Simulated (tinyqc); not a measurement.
Hall effect and magnetoresistance of several carrier groups with constant relaxation times: one step, computed by the program tinyqc.

Group 1 has charge -e and group 2 charge +e; s_i is that sign. B lies along z; mu B is formed with mu in m^2/(V s).

Task: Conductivity of each group. sigma_xx = sum n_i e mu_i/(1 + mu_i^2 B^2); sigma_xy = sum s_i n_i e mu_i^2 B/(1 + mu_i^2 B^2).

Inputs (values chosen for the exercise, for a model conductor):
```
quantity,value,unit
density n1,2.4e+16,1/cm^3
mobility mu1,3000,cm^2/(V s)
density n2,1.7e+16,1/cm^3
mobility mu2,340,cm^2/(V s)
magnetic field B,12,T
```

Carriers: electrons and holes. Densities: per volume.

Constants: e = 1.602176634e-19 C.

Give: Parts (S/cm); sigma_xx; sigma_xy; sigma at B = 0.

Result:

Parts (S/cm):
```
group,mu B,sigma_xx,sigma_xy
group 1,3.6,0.82634,-2.9748
group 2,0.408,0.79390,0.32391
```

sigma_xx = 1.6202 S/cm

sigma_xy = -2.6509 S/cm

sigma at B = 0 = 12.462 S/cm
